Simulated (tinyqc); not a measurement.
Single-photon avalanche diode, trigger probability and counting: effect of the excess bias.

A multiplication layer of width W with the uniform field V/W; alpha = an exp(-bn/E) for electrons, beta = ap exp(-bp/E) for holes (local model, no dead space). a = alpha W, b = beta W. Electrons enter at x = 0, holes at x = W. P0 is the probability that an electron entering at 0 starts a lasting avalanche, PW the same for a hole entering at W.

Breakdown: ln(a/b) = a - b with a not equal to b. Above it PW/(1 - PW) = [P0/(1 - P0)] exp(b - a) and b ln(1 - P0) = a ln(1 - PW); the mean over pairs made evenly in the layer is Pm = ln[(1 - PW)/(1 - P0)]/(a - b). PDP = eta P0; dark counts Gd Pm; avalanche charge Cd Vx/q; afterpulse probability pa (Cd Vx/q) exp(-td/tt) Pm; true rate n = nph PDP + dark counts; measured n/(1 + n td) (non-paralysable) or n exp(-n td) (paralysable); recharge time Rq Cd.

Inputs (values chosen for the exercise); ionisation coefficients close to those of silicon: electron prefactor an = 7.23e5 1/cm; electron field bn = 1.23 MV/cm; hole prefactor ap = 1.57e6 1/cm; hole field bp = 2.06 MV/cm; width of the multiplication layer W = 0.3 um; probability that a photon makes a pair that enters the layer eta = 0.41; thermal generation rate in the layer Gd = 2000 1/s; dead time td = 100 ns; diode capacitance Cd = 87 fF; quench resistance Rq = 50 kohm; trapping probability per avalanche carrier pa = 1.5e-8; trap release time tt = 5.2 ns; photon rate nph = 4.2e5 1/s.

Constants: q = 1.602176634e-19 C. Results are converted to the units shown.

Result of one run:
```
Vx (V)	Vx/VB (%)	P0	PW	Pm	PDP	dark counts (1/s)	afterpulse (%)
0.14	0.9944	0.09894	0.03851	0.06436	0.04057	128.7	3.265e-11
```

What becomes of these results when the excess bias Vx is changed from 0.14 to 0.89 V, all else the same?

Result of the changed run:
```
Vx (V)	Vx/VB (%)	P0	PW	Pm	PDP	dark counts (1/s)	afterpulse (%)
0.89	6.322	0.4640	0.2263	0.3383	0.1903	676.6	1.091e-9
```

The whole series:
```
Vx (V)	Vx/VB (%)	P0	PW	Pm	PDP	dark counts (1/s)	afterpulse (%)
0.14	0.9944	0.09894	0.03851	0.06436	0.04057	128.7	3.265e-11
0.22	1.563	0.1501	0.06001	0.09901	0.06153	198.0	7.892e-11
0.35	2.486	0.2258	0.09421	0.1522	0.09258	304.5	1.931e-10
0.56	3.978	0.3314	0.1475	0.2308	0.1359	461.7	4.684e-10
0.89	6.322	0.4640	0.2263	0.3383	0.1903	676.6	1.091e-9
1.4	9.944	0.6115	0.3370	0.4728	0.2507	945.7	2.398e-9
2.2	15.63	0.7557	0.4847	0.6269	0.3098	1254	4.997e-9
3.6	25.57	0.8810	0.6770	0.7913	0.3612	1583	1.032e-8
5.6	39.78	0.9508	0.8421	0.9057	0.3898	1811	1.838e-8
```

VB is 14.08 V. P0 rises from 0.0989 to 0.951 and PW rises from 0.0385 to 0.842; P0 goes as Vx^(0.92) at the start and Vx^(0.17) at the end. Electrons trigger better in every row. The afterpulse probability keeps growing, as Vx^(1.31) at the end, because the avalanche charge grows with Vx. For Vx = 3.6, 5.6 the excess bias passes a quarter of VB, where tunnelling adds dark counts that are left out here.

tinyqc, about 0.01 s, one thread, Intel Xeon 2.30GHz (shared host): `OMP_NUM_THREADS=1 python tinyqc.py 2630003 2630004 out.jsonl`
